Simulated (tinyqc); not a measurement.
Two-band model of a narrow-gap semiconductor with electrons and holes: one step, computed by the program tinyqc.

Two parabolic bands with acoustic scattering (r = -1/2, a = 0), a gap that does not change with T, and fully ionised dopants. Melting is ignored, so values above the melting point are formal, and kappa_L does not change with T. eta_n = (E_F - E_c)/(k_B T), eta_p = -eta_n - E_g/(k_B T).

Problem. Both bands together. Both bands together (these totals replace the one-band zT): sigma = sigma_n + sigma_p; S = (sigma_p |S_p| - sigma_n |S_n|)/sigma; kappa_bip = (sigma_n sigma_p/sigma)(|S_n| + |S_p|)^2 T; kappa_e = (L_n sigma_n + L_p sigma_p) T; zT = S^2 sigma T/(kappa_L + kappa_e + kappa_bip); weak-field R_H = (r_p sigma_p^2/p - r_n sigma_n^2/n)/(e sigma^2), where the Hall factors r_n and r_p are <x^(3/2)> <x^(1/2)>/<s>^2.

Inputs (values chosen for the exercise, modelled on PbTe): lattice thermal conductivity kappa_L = 0.92 W/(m K); temperature T = 480 K.

Doping: n-type.

Partial coefficients:
```
band       sigma (S/cm)  |S| (microvolt/K)  L (1e-8 V^2/K^2)  density (1/cm^3)  Hall factor
electrons      33.08528           414.8220          1.496303      4.311257e+17     1.173862
holes          3.468687           578.6924          1.486831      7.112568e+16     1.177458
```

Constants: e = 1.602176634e-19 C.

Give: conductivity sigma; Seebeck coefficient S; bipolar thermal conductivity; kappa_e; zT; Hall coefficient R_H.

Solution.

conductivity sigma = 36.55 S/cm

Seebeck coefficient S = -320.5 microvolt/K

bipolar thermal conductivity = 0.1487 W/(m K)

kappa_e = 0.02624 W/(m K)

zT = 0.1646

Hall coefficient R_H = -12.99 cm^3/C

The minority band lowers |S| from 415 to 321 microvolt/K, and bipolar flow adds 14 % of the thermal conductivity.
